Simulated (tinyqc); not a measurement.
Inside a calculation: defect, radiative and Auger recombination at equal electron and hole densities (ABC model). Values are carried at full precision from step to step, so a last printed digit may differ when a step is redone from the rounded ones.

J/(e d) = Ae n + B n^2 + C n^3 with Ae = A + 4 S/w (four side walls, carriers spread evenly), e = 1.602176634e-19 C, lengths in cm; internal efficiency IQE = B n^2/(Ae n + B n^2 + C n^3); all injected carriers recombine in the layer.

Parameters, chosen for this exercise (orders of magnitude like those quoted for GaN; the results hold for these values, not for the real material): A = 5600000 1/s (defect rate); B = 2.7e-12 cm^3/s (radiative coefficient); C = 5.7e-31 cm^6/s (Auger coefficient); S = 81 cm/s (recombination velocity of the side walls); w = 3.3 micrometre (side of the square mesa); d = 2 nm (active thickness); J = 6.8 A/cm^2 (current density); ex = 0.81 (extraction efficiency); Eph = 2.77 eV (photon energy).

## The efficiency peak

IQE peaks at n_p = sqrt(Ae/C); with Q = B/sqrt(Ae C), IQE_max = Q/(Q + 2).

Ae = 6.582e+06 1/s
n_p = 3.398e+18 1/cm^3
Q = 1.394
IQE_max = 0.411
J at the peak = 2.43 A/cm^2

The side walls supply 15 % of Ae.

## Carrier density at the given current

G = J/(e d). Newton steps from the smallest of G/Ae, sqrt(G/B) and (G/C)^(1/3); stop when the relative step is below 1e-9.

G = 2.122e+26 1/(cm^3 s)

Newton steps:

| step | n (1/cm^3) | rate/G | relative step |
|---|---|---|---|
| 1 | 7.1939e+18 | 1.88157 | -0.19 |
| 2 | 5.7970e+18 | 1.13062 | -0.050 |
| 3 | 5.5063e+18 | 1.00496 | -0.0022 |
| 4 | 5.4944e+18 | 1.00001 | -3.6e-06 |
| 5 | 5.4943e+18 | 1.00000 | -9.6e-12 |

n = 5.494e+18 1/cm^3

The start is an upper bound and the function is convex, so the steps fall monotonically; 5 are needed.

## Shares, lifetimes and light

Shares of the three paths; lifetime n/G = 1/(Ae + B n + C n^2); differential lifetime 1/(Ae + 2 B n + 3 C n^2) and bandwidth 1/(2 pi tau_d); optical power density ex IQE J Eph/e.

shares: defect 0.1704, radiative 0.3841, Auger 0.4455

lifetime = 25.9 ns
differential lifetime = 11.4 ns
bandwidth = 14.0 MHz
optical power density = 5.86 W/cm^2

The Auger path is the largest; the device runs above its efficiency peak, where the defect and Auger shares are equal.

## Checks

- Density from Newton steps against bisection (1/cm^3): both 5.4943e+18.

(tinyqc, `OMP_NUM_THREADS=1 python tinyqc.py 1652657 1652658 out.jsonl`, Intel(R) Xeon(R) Processor @ 2.30GHz, 1 thread, shared host, about 0.01 s.)
